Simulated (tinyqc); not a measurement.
Ellipsometry and reflectance of a transparent film on an absorbing substrate: one step of the calculation.

Air (index 1), film, substrate with N2 = n2 - i k2; time factor exp(+i w t). q_j = sqrt(N_j^2 - sin^2 th), root with positive real part. Fresnel coefficients r_s = (q_a - q_b)/(q_a + q_b), r_p = (N_b^2 q_a - N_a^2 q_b)/(N_b^2 q_a + N_a^2 q_b). tan(Psi) exp(i Delta) = R_p/R_s, Delta taken from 0 to 360 degrees.

Problem. Interface coefficients and thickness period. q0, q1, q2 and the coefficients r01 and r12 for p and s; the results repeat in d with the period lam/(2 q1).

Inputs (values chosen for the exercise); indices close to those of silicon dioxide on silicon: wavelength lam = 405 nm; angle of incidence th = 60 degrees; index of the transparent film n1 = 1.463; index of the substrate n2 = 5.42; extinction coefficient of the substrate k2 = 0.329.

Wanted: q0; q1; q2; r01,p; r01,s; r12,p; r12,s; period.

Solution.

q0 = 0.50000
q1 = 1.1791
q2 = 5.3506-0.3333i
r01,p = -0.048439
r01,s = -0.40446
r12,p = 0.50404-0.02203i
r12,s = -0.63978+0.01838i
period = 171.74 nm

tinyqc, about 0.4 s, one thread, Intel Xeon 2.30GHz (shared host): `OMP_NUM_THREADS=1 python tinyqc.py 2870213 2870214 out.jsonl`
